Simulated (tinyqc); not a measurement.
k.p theory built from an empirical-pseudopotential calculation at Gamma: sweeps and comparisons. A value that a table varies takes the place of the one given here.

Empirical pseudopotential on the fcc lattice, atoms at +/- tau, tau = a (1,1,1)/8, no spin-orbit coupling. H(G,G') = c (2 pi/a)^2 |k + G|^2 delta + VS(q) cos(q.tau) + i VA(q) sin(q.tau), q = G - G', c = hbar^2/2m0; k and G in units of 2 pi/a; VS at |q|^2 = 3, 8, 11 and VA at 3, 4, 11, in rydberg, zero elsewhere. The basis is fixed: all 59 G with |G|^2 up to Gcut. Energies are counted from the fourth level at Gamma.

k.p in the lowest n states at Gamma: H_nm = (E_n + c k^2) delta + 2 c k.<n|G|m>, k in 1/angstrom; with all states of the basis it is exact.

Empirical pseudopotential on the fcc lattice, atoms at +/- tau, tau = a (1,1,1)/8, no spin-orbit coupling. H(G,G') = c (2 pi/a)^2 |k + G|^2 delta + VS(q) cos(q.tau) + i VA(q) sin(q.tau), q = G - G', c = hbar^2/2m0; k and G in units of 2 pi/a; VS at |q|^2 = 3, 8, 11 and VA at 3, 4, 11, in rydberg, zero elsewhere. The basis holds all G with |G|^2 up to a cut-off. Energies are counted from the fourth level at Gamma.

For a multiplet A of d_A states, W(B) = (4 c/(3 d_A)) sum over n in A, m in B and i = x, y, z of |<n|G_i|m>|^2 (G in 1/angstrom, <n|G_i|m> = sum_G c_n(G)* G_i c_m(G)); the mean inverse mass of A is 1 + sum_B W(B)/(E_A - E_B). Multiplets with W = 0 are left out.

Valence parameters: D(u) = c + 4 c^2 sum_m <n|u.G|m><m|u.G|n'>/(0 - E_m) on the valence triplet, in units of c, has eigenvalues L, M, M along [100] and (L + 2M + 2N)/3, (L + 2M - N)/3 twice along [111]; g1 = -(L + 2M)/3, g2 = -(L - M)/6, g3 = -N/6.

Constants: hbar^2/2m0 = 3.80998211 eV angstrom^2; Ry = 13.60569312 eV.

Inputs chosen for the exercise (near those of Ge; shifted at random, so the results belong to these values and not to a real crystal):
```
symbol  value                 unit        meaning
a       5.647                 angstrom    lattice constant
VS      (-0.234, 0.01, 0.06)  Ry          symmetric form factors
VA      (0, 0, 0)             Ry          antisymmetric form factors
Gcut    12                    (2 pi/a)^2  largest |G|^2 of the fixed basis
VS3     -0.234                Ry
VS8     0.01                  Ry
VS11    0.06                  Ry
VA3     0                     Ry
VA4     0                     Ry
VA11    0                     Ry
```

## How many bands a k.p model needs: band 5 from Gamma to X

Band 5 (counted from below) at k = f (1, 0, 0) 2 pi/a; n ends on whole multiplets.

Energies (eV):
```
f      n = 8  n = 15  n = 27  n = 59 (exact)
0.000  1.204   1.204   1.204           1.204
0.125  2.034   1.988   1.987           1.987
0.250  3.406   2.724   2.711           2.710
0.375  4.301   2.169   2.143           2.140
0.500  4.894   1.713   1.668           1.663
0.625  5.655   1.397   1.327           1.319
0.750  6.584   1.243   1.140           1.128
0.875  7.680   1.264   1.119           1.102
1.000  8.941   1.390   1.272           1.248
```

With n = 8 the band stays within 0.05 eV of the exact one up to f = 0.125 (error at X: +7.693 eV). With n = 15 the band stays within 0.05 eV of the exact one up to f = 0.500 (error at X: +0.142 eV). With n = 27 the band stays within 0.05 eV of the exact one over the whole line (error at X: +0.024 eV). A smaller basis can only raise a level. The exact band has its minimum on these points at f = 0.875; n = 8 puts it at f = 0.000.

## Convergence with the plane-wave basis

E_s is the lowest empty singlet, Ep its W to the valence triplet, m its mass.

Results:
```
cut-off  plane waves  E_s (eV)  Ep (eV)  m (m0)    g1    g2    g3
8                 27     1.002    20.15  0.0474  8.92  2.93  3.89
11                51     1.175    20.13  0.0553  7.84  2.53  3.32
12                59     1.204    20.13  0.0566  7.81  2.43  3.28
16                65     1.204    20.13  0.0566  7.83  2.42  3.29
19                89     1.195    20.14  0.0561  7.86  2.45  3.31
20               113     1.183    20.15  0.0556  7.91  2.48  3.34
24               137     1.183    20.16  0.0556  7.91  2.48  3.34
```

Against the last row, E_s errs most, by -0.182 eV, at cut-off 8, and by 0.000 eV in the last row but one. Ep varies by 0.1 % over the table and m by 16.4 %: the mass, near E_s/Ep, inherits the errors of both. Local form factors fix the converged values only roughly. The gap is a difference of two levels, so it need not converge steadily, and here it does not.

## What each form factor does (empirical-pseudopotential levels)

Lowest empty singlet and triplet at Gamma and the valence width there (fixed basis); lowest empty level at X = (1,0,0) and L = (1/2,1/2,1/2) from the valence top, these levels and that top with all |k + G|^2 up to 21. Singlet and triplet count orbital degeneracy. VS3 is VS at |q|^2 = 3, and so on. The row for a keeps the form factors fixed, so it is no model of a real expansion, which changes them too. Each row changes one parameter from the base and keeps the others.

Results:
```
case                singlet (eV)  triplet (eV)  X (eV)  L (eV)  width (eV)
base                       1.204         3.538   1.236   0.977      12.066
a = 5.703 angstrom         1.215         3.560   1.357   1.053      11.788
VS3 = -0.244 Ry            1.111         3.679   1.476   1.076      12.030
VS8 = 0 Ry                 0.670         3.597   1.154   0.729      12.174
VS11 = 0.05 Ry             0.634         3.303   0.955   0.590      12.265
VA3 = 0.03 Ry              1.256         3.572   0.968   0.989      12.075
VA4 = 0.03 Ry              1.174         3.635   0.847   1.039      12.070
VA11 = 0.03 Ry             1.060         3.490   0.883   0.900      12.094
```

The largest shifts from the base row, up to three for each result and ties (the steps differ in size, so this ranks the rows, not the parameters). singlet (eV): VS11 -0.569, VS8 -0.534, VA11 -0.144. triplet (eV): VS11 -0.235, VS3 +0.141, VA4 +0.097. X (eV): VA4 -0.389, VA11 -0.352, VS11 -0.280. L (eV): VS11 -0.387, VS8 -0.248, VS3 +0.099. width (eV): a -0.278, VS11 +0.199, VS8 +0.108. In a diamond crystal a small VA enters the levels at Gamma and L only in second order, by symmetry, but splits the degenerate pair at X in first order.

tinyqc: `OMP_NUM_THREADS=1 python tinyqc.py 1051481 1051482 out.jsonl`; about 5 s, one thread, shared Intel(R) Xeon(R) Processor @ 2.30GHz.
